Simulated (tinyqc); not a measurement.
Inside a calculation. Model: polycrystalline film, grain-boundary barriers (Seto model).

tinyqc, about 0.01 s, one thread, Intel Xeon 2.30GHz (shared host): `OMP_NUM_THREADS=1 python tinyqc.py 2610145 2610146 out.jsonl` Printed values are rounded.

One-dimensional grains of size Lg with donors N; each boundary has Qt acceptor-like traps per area at one level Et below the band edge. Trapped electrons qt deplete a width w = qt/N (both sides together) and raise a barrier Vb = q N w^2/(8 eps0 eps_r). Current crosses the barriers by thermionic emission at small bias. Abrupt depletion, full ionisation, Boltzmann statistics.

Parameters, values chosen for the exercise; values close to those of polycrystalline silicon:
```
symbol,value,unit,meaning
T,300,K,temperature
eps_r,11.7,,relative permittivity of the semiconductor
Lg,80,nm,grain size
Qt,1.8e12,cm^-2,trap density at a boundary
N,2e17,cm^-3,donor density
mg,330,cm^2/(V s),mobility inside a grain
vc,7.2e6,cm/s,collection velocity at the barrier
Nc,2.8e19,cm^-3,conduction-band density of states at T
Et,0.45,eV,trap level below the band edge
```

Constants: q = 1.602176634e-19 C, kB = 1.380649e-23 J/K, Vt = kB T/q, eps0 = 8.8541878128e-14 F/cm where lengths are in cm. Results are converted to the units shown.

## Critical doping and limits of the barrier

N* = Qt/Lg; fully depleted grains have Vb = q N Lg^2/(8 eps0 eps_r), filled traps Vb = q Qt^2/(8 eps0 eps_r N); the true barrier cannot exceed the smaller.

N* = 2.25e17 cm^-3
Vb, fully depleted = 0.2474547 V
Vb, traps filled = 0.3131849 V

## Barrier, resistivity and effective mobility

Partly depleted grains: the density at the grain centre is n0 = N and qt = Qt/(1 + 2 (Nc/N) exp((Vb - Et)/Vt)). If that gives qt >= N Lg, the grains are fully depleted: qt = N Lg, w = Lg and n0 = 2 Nc exp((Vb - Et)/Vt)/(Qt/(N Lg) - 1). Resistivity: barriers rb = Vt exp(Vb/Vt)/(q n0 vc Lg), grain interior rg = (1 - w/Lg)/(q mg N); effective mobility 1/(q N (rb + rg)).

qt = 1.6e12 cm^-2
w = 80 nm
Vb = 0.2474547 V
n0 = 1.772832e17 cm^-3
rb = 226.8561 ohm cm
rg = 0 ohm cm
effective mobility = 0.1375654 cm^2/(V s)

The grains are fully depleted, 88.9 % of the traps are filled and the barriers give 100 % of the resistivity.
